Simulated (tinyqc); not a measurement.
MOSFET in the linear regime without short-channel effects, parameter extraction from computed curves: extraction methods against the temperature.

Inversion charge Q = Cox n Vt W0(exp((Vg - VT)/(n Vt))), W0 the Lambert function and n = nf; u = Q/Cox; mobility mu = mu0/(1 + th1 u + th2 u^2); channel resistance Rch = (L - dL)/(W mu Q); Id = Vd/(Rch + Rsd/W). Cox = eps0 eox/tox. Small Vd, no channel-length or drain effects.

From the continuous curve Id(Vg): tangent at peak gm (V_ext = Vg - Id/gm); constant current Id = 0.1 uA W/L; peak of d2Id/dVg2; Y = Id/sqrt(gm) drawn through Vg = VT + 0.6 and VT + 0.8 V, with intercept VT_Y and slope s. Mobilities gm,max L/(W Cox Vd) and s^2 L/(W Cox Vd) with the drawn L. Last column: share of Rsd/W in the total resistance at VT + 0.8 V.

Values chosen for this exercise; channel values of the order met in silicon transistors:
```
symbol,value,unit,meaning
eox,7.68,,relative permittivity of the gate insulator (close to silicon nitride)
tox,7.9,nm,insulator thickness
mu0,450,cm^2/(V s),low-field mobility
th1,0.67,1/V,first mobility attenuation factor
th2,0.13,1/V^2,second mobility attenuation factor
VT,0.51,V,threshold voltage
nf,1.37,,body factor
W,10,um,gate width
L,0.3,um,drawn gate length
dL,0.006,um,drawn less effective length
Rsd,160,ohm um,source plus drain resistance
Vd,0.01,V,drain voltage
```

Constants: q = 1.602176634e-19 C, kB = 1.380649e-23 J/K, Vt = kB T/q, eps0 = 8.8541878128e-14 F/cm where lengths are in cm. Results are converted to the units shown.

Result of one run:

| V_ext (V) | constant current (V) | second derivative (V) | VT_Y (V) | mobility from gm (cm^2/(V s)) | mobility from Y (cm^2/(V s)) | series share (%) |
|---|---|---|---|---|---|---|
| 0.514 | 0.545 | 0.506 | 0.577 | 344 | 524 | 9.10 |

Which temperature T gave this result: 77, 110, 370 or 450 K?

T = 110 K.

The whole series:

| T (K) | V_ext (V) | constant current (V) | second derivative (V) | VT_Y (V) | mobility from gm (cm^2/(V s)) | mobility from Y (cm^2/(V s)) | series share (%) |
|---|---|---|---|---|---|---|---|
| 77 | 0.514 | 0.545 | 0.508 | 0.573 | 360 | 534 | 9.18 |
| 110 | 0.514 | 0.545 | 0.506 | 0.577 | 344 | 524 | 9.10 |
| 150 | 0.512 | 0.543 | 0.505 | 0.581 | 328 | 513 | 9.01 |
| 220 | 0.508 | 0.536 | 0.501 | 0.585 | 307 | 494 | 8.88 |
| 300 | 0.501 | 0.525 | 0.496 | 0.587 | 289 | 475 | 8.74 |
| 370 | 0.494 | 0.513 | 0.492 | 0.586 | 275 | 459 | 8.64 |
| 450 | 0.484 | 0.498 | 0.486 | 0.583 | 262 | 441 | 8.54 |

The model has VT = 0.51 V and mu0 = 450 cm^2/(V s). Over the table the extracted thresholds move by 31 mV (tangent), 48 mV (constant current), 22 mV (second derivative), 14 mV (Y function). The mobility from gm falls from 360 to 262 and that from Y falls from 534 to 441 cm^2/(V s).

tinyqc, about 0.01 s, one thread, Intel Xeon 2.30GHz (shared host): `OMP_NUM_THREADS=1 python tinyqc.py 2210075 2210076 out.jsonl`
